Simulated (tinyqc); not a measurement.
# MESFET, gradual channel with velocity saturation: output curve

A uniformly doped n-type channel, depleted from the top by a Schottky gate; at channel potential V the depleted share of a is u = sqrt((Vbi - Vg + V)/Vp), s at the source. Electrons drift with v = mu E/(1 + mu E/vsat). Abrupt depletion edge, no series resistance, source at 0.

Vbi = phiB - Vt ln(Nc/Nd); Vp = q Nd a^2/(2 eps0 eps_r); G0 = q mu Nd a W/L; Z = mu Vp/(vsat L); s = sqrt((Vbi - Vg)/Vp). I = (G0 Vp/3) F/(1 + Z (u^2 - s^2)), F = 3 (u^2 - s^2) - 2 (u^3 - s^3), with u at V = Vd; Z = 0 gives constant mobility, for which u stops at 1. The current peaks at u = um, the root of (1 - u)(1 + Z (u^2 - s^2)) = Z F/3; beyond Vdsat = Vp (um^2 - s^2) it is held at that value.

Values chosen for this exercise; material values those of a made-up semiconductor:
- T = 400 K (temperature)
- eps_r = 9.73 (relative permittivity of the semiconductor)
- Nc = 8.39e17 cm^-3 (conduction-band density of states at T)
- Nd = 2.4e17 cm^-3 (donor density of the channel)
- a = 130 nm (channel thickness)
- mu = 2800 cm^2/(V s) (low-field mobility at this doping)
- vsat = 1e7 cm/s (saturation velocity)
- L = 5 um (gate length)
- W = 100 um (gate width)
- phiB = 1.04 V (Schottky barrier)
- Vg = 0 V (gate voltage)

Constants: q = 1.602176634e-19 C, kB = 1.380649e-23 J/K, Vt = kB T/q, eps0 = 8.8541878128e-14 F/cm where lengths are in cm. Results are converted to the units shown.

Output curve:
```
Vd (V),u (at most 1),I for Z = 0 (mA),I (mA)
0.3,0.5864,3.770,3.228
0.66,0.6628,7.546,5.509
1.03,0.7331,10.67,6.766
1.39,0.7955,13.04,7.332
1.75,0.8534,14.80,7.477
2.11,0.9076,16.01,7.477
2.48,0.9601,16.69,7.477
2.84,1.000,16.85,7.477
3.2,1.000,16.85,7.477
```

With constant mobility the current rises from 3.77 to 16.9 mA and saturates at pinch-off, Vd = 2.77 V; with Z = 2.11 it saturates at 1.73 V and 7.48 mA. The two differ by 14 % in the first row and 56 % in the last.

tinyqc, about 0.04 s, one thread, Intel Xeon 2.30GHz (shared host): `OMP_NUM_THREADS=1 python tinyqc.py 2500057 2500058 out.jsonl`
